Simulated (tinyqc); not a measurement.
Gas flow in a process chamber: flow regimes, conductance, effective pumping speed, pump-down, outgassing and purge: one step, computed by the program tinyqc. Command: `OMP_NUM_THREADS=1 python tinyqc.py 3120640 3120641 out.jsonl pump walk`. One thread of a shared host (Intel(R) Xeon(R) Processor @ 2.30GHz), about 0.07 s of CPU time with the checks.

Ideal gas, isothermal flow, a pump of constant speed at the end of a round pipe; process gas, volume gas and outgassing are given the same properties. 1 sccm = 101325 Pa x 1e-6 m^3/60 s x T/273.15 K.

Problem. Purging a well-mixed chamber. With steady flow a contaminant decays as exp(-t/residence time); gas used = flow x time.

Inputs (values chosen for the exercise, modelled on hydrogen near room temperature): temperature T = 300 K; process gas flow = 10 sccm.

residence time = 4.666418 s

Give: time to dilute 1e3 times; time to dilute 1e6 times; gas used for 1e6.

Solution.

time to dilute 1e3 times = 32.23 s

time to dilute 1e6 times = 64.47 s

gas used for 1e6 = 10.74 standard cm^3
